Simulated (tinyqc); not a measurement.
Worked calculation: configuration-coordinate model of carrier capture at a defect. Values are carried at full precision from step to step, so a last printed digit may differ when a step is redone from the rounded ones.

Two parabolas of equal curvature k in one coordinate Q: with the carrier free at the band edge, U_f = k Q^2/2; with the carrier trapped, U_t = k (Q - dQ)^2/2 - ET. ER = k dQ^2/2, Huang-Rhys factor S = ER/hw, hw = 0.0646541 sqrt(k/M) eV for k in eV/angstrom^2 and M in u. The curves cross at a height Eb = (ER - ET)^2/(4 ER) above the free minimum.

Constants: kB = 8.617333262e-05 eV/K.

Inputs chosen for the exercise (of the size met at an oxide trap near a Si / SiO2 interface; not measured data): ET = 0.41 eV (thermal depth of the level below the band edge); ER = 0.8 eV (relaxation energy); hw = 0.052 eV (phonon energy of the mode); M = 40 u (mass of the mode); T = 300 K (temperature); nu = 1e+13 1/s (attempt rate).

## The two parabolas

Form S, k, dQ, the crossing point Qc = (ER - ET)/(k dQ), Eb, and the emission barrier Eb + ET.

S = 15.385
k = 25.8747 eV/angstrom^2
dQ = 0.2487 angstrom
Qc = 0.0606 angstrom

barriers (eV): capture 0.0475, emission 0.4575

ER > ET: the crossing lies between the two minima (large relaxation); at Q = 0 the trapped level lies above the band edge.

## Optical transitions

Vertical ionisation from the trapped minimum costs ET + ER; vertical capture from the free minimum releases ET - ER (none if negative); the band has a standard deviation sqrt(S hw^2 coth(hw/2kT)) with S = ER/hw, and a full width 2.35482 times that.

energies (eV): ionisation peak 1.210, zero-phonon 0.410, emission peak -0.390

coth(hw/2kT) = 1.3089
standard deviation = 0.2333 eV
full width = 0.5495 eV

Vertical capture would need energy: there is no luminescence peak (at most a tail of the broadened line), and a carrier freed by light must cross the barrier Eb to return, here only 0.048 eV. The optical peak exceeds the thermal depth by a factor 2.95.

## The multiphonon factor

Multiphonon factor for giving p = ET/hw phonons to the lattice: W = exp(-S (2 nb + 1)) ((nb + 1)/nb)^(p/2) I_p(x), nb = 1/(exp(hw/kT) - 1), x = 2 S sqrt(nb (nb + 1)), I_p the modified Bessel function. Classical limit: W = hw exp(-Eb/kT)/sqrt(4 pi ER kT). At T = 0: exp(-S) S^p/Gamma(p + 1).

Form p, nb, x and ln W, the classical ln W, and the capture time 1/(nu W).

p, nb, x: 7.8846  0.1545  12.9932

ln W: quantum -3.815, classical -4.121

capture time = 4.54e-12 s

The quantum factor is 1.36 times the classical one at kT/hw = 0.50: the classical form serves within a factor of e.

## Emission by detailed balance

For equal degeneracies and one band-edge state, emission time = capture time x exp(ET/kT).

ET/kT = 15.860
log10 of the emission time in s = -4.46

## Checks

- Ln W for the nearest whole p against the double Poisson sum over emitted and absorbed phonons: both -3.76807.

Computed by tinyqc, a small Python program: `OMP_NUM_THREADS=1 python tinyqc.py 1481699 1481700 out.jsonl` (the numbers bound the seed that draws the inputs); one thread of a shared host (Intel(R) Xeon(R) Processor @ 2.30GHz), about 0.01 s for the whole set of steps.
